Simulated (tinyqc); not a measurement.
FinFET, parasitic resistance, capacitance and delay: one step of the calculation.

Nf fins under one contact; each has gated perimeter p = 2 Hf + Wf and cross-section A = Hf Wf; contact width Wc = Nf pf, stack height Hs = Hf. Contact length Lc = CPP - Lg - 2 Lsp, shared by two neighbouring gates. Source and drain sides are equal. The formulas are first-order estimates, not field solutions.

Problem. Fin currents at Vgs = Vdd, Vds = Vdd/2. One fin: I = p Q vx u/(1 + |u|^1.8)^(1/1.8), Q = Cinv n Vt ln(1 + exp((Vg' - VT + dl Vd')/(n Vt))), u = Vd' mu/(vx Lg), Vg' = Vgs - v, Vd' = Vds - 2 v, with the drop on each side v = Rc (sum of I) + Rx I. I(new) = I + 0.5 (I(out) - I).

Values chosen for this exercise; values close to those of silicon logic devices:

| symbol | value | unit | meaning |
|---|---|---|---|
| T | 300 | K | temperature |
| Hf | 42 | nm | fin height |
| Wf | 7 | nm | fin width |
| Lg | 12 | nm | gate length |
| Cinv | 2.3 | uF/cm^2 | inversion capacitance |
| vx | 1.5e7 | cm/s | injection velocity |
| mu | 210 | cm^2/(V s) | apparent mobility |
| VT | 0.18 | V | threshold at zero drain voltage |
| dl | 0.079 | V/V | barrier lowering |
| n | 1.27 |  | subthreshold factor |
| Vdd | 0.7 | V | supply voltage |

Constants: q = 1.602176634e-19 C, kB = 1.380649e-23 J/K, Vt = kB T/q. Results are converted to the units shown.

I at the start (uA): fin 1 0, fin 2 0, fin 3 0, fin 4 0
Rc = 172.25406 ohm
Rx = 367.34694 ohm

Wanted: drop v; I(out); I after iteration 1.

Solution.

drop v (mV): fin 1 0, fin 2 0, fin 3 0, fin 4 0
I(out) (uA): fin 1 164.8, fin 2 164.8, fin 3 164.8, fin 4 164.8
I after iteration 1 (uA): fin 1 82.39, fin 2 82.39, fin 3 82.39, fin 4 82.39

Program tinyqc, `OMP_NUM_THREADS=1 python tinyqc.py 2170151 2170152 out.jsonl`; Intel Xeon 2.30GHz, shared host, one thread, about 0.05 s.
